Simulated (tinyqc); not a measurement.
Worked calculation: Hueckel theory of the pi electrons, for the molecule C=CC=C(O)C(=C)Cl (SMILES; centres numbered as the heavy atoms are written). One step of it, computed by the program tinyqc.

Task: Orbitals. Diagonalise; E = alpha + x beta with beta < 0, so the largest x are filled first; degenerate levels share their electrons. P = sum n_i c_ri c_si; each orbital has its largest coefficient positive (the first on a tie).

Hueckel matrix in units of beta (H = alpha + beta A), lower triangle:
```
,1C,2C,3C,4C,5O,6C,7C,8Cl
1C,0.000000
2C,1.000000,0.000000
3C,0.000000,1.000000,0.000000
4C,0.000000,0.000000,1.000000,0.000000
5O,0.000000,0.000000,0.000000,0.800000,2.000000
6C,0.000000,0.000000,0.000000,1.000000,0.000000,0.000000
7C,0.000000,0.000000,0.000000,0.000000,0.000000,1.000000,0.000000
8Cl,0.000000,0.000000,0.000000,0.000000,0.000000,0.400000,0.000000,2.000000
```

pi electrons, sum of z_r less the charge = 10

Give: x values; occupations; coefficients; charge and bond-order matrix P.

Result:

x values: 2.4649  2.0896  1.5536  1.1380  0.3761  -0.4953  -1.2693  -1.8577

occupations: 2.0000  2.0000  2.0000  2.0000  2.0000  0.0000  0.0000  0.0000

coefficients:
```
,MO1,MO2,MO3,MO4,MO5,MO6,MO7,MO8
1C,0.0448,-0.0073,0.3598,-0.3155,0.5489,-0.4894,-0.4314,-0.2049
2C,0.1105,-0.0152,0.5590,-0.3590,0.2065,0.2424,0.5476,0.3806
3C,0.2275,-0.0244,0.5087,-0.0931,-0.4713,0.3693,-0.2637,-0.5022
4C,0.4502,-0.0359,0.2313,0.2531,-0.3837,-0.4253,-0.2129,0.5523
5O,0.7747,-0.3203,-0.4146,-0.2349,0.1890,0.1363,0.0521,-0.1145
6C,0.2625,0.2057,0.1824,0.5691,0.1757,-0.2678,0.4923,-0.4322
7C,0.1065,0.0984,0.1174,0.5001,0.4671,0.5407,-0.3878,0.2326
8Cl,0.2258,0.9183,-0.1634,-0.2641,-0.0433,0.0429,-0.0602,0.0448
```

charge and bond-order matrix P, lower triangle:
```
,1C,2C,3C,4C,5O,6C,7C,8Cl
1C,1.0648
2C,0.8657,0.9930
3C,-0.0718,0.4920,1.0838
4C,-0.3737,0.0190,0.7565,0.9376
5O,0.1315,-0.0360,-0.1883,0.2647,1.9312
6C,-0.0144,-0.0804,0.0234,0.4592,-0.0773,0.9984
7C,0.2899,-0.0144,-0.3703,0.0378,-0.0537,0.8725,1.0062
8Cl,0.0084,0.0111,-0.0185,-0.0386,0.0048,0.1210,-0.1140,1.9850
```
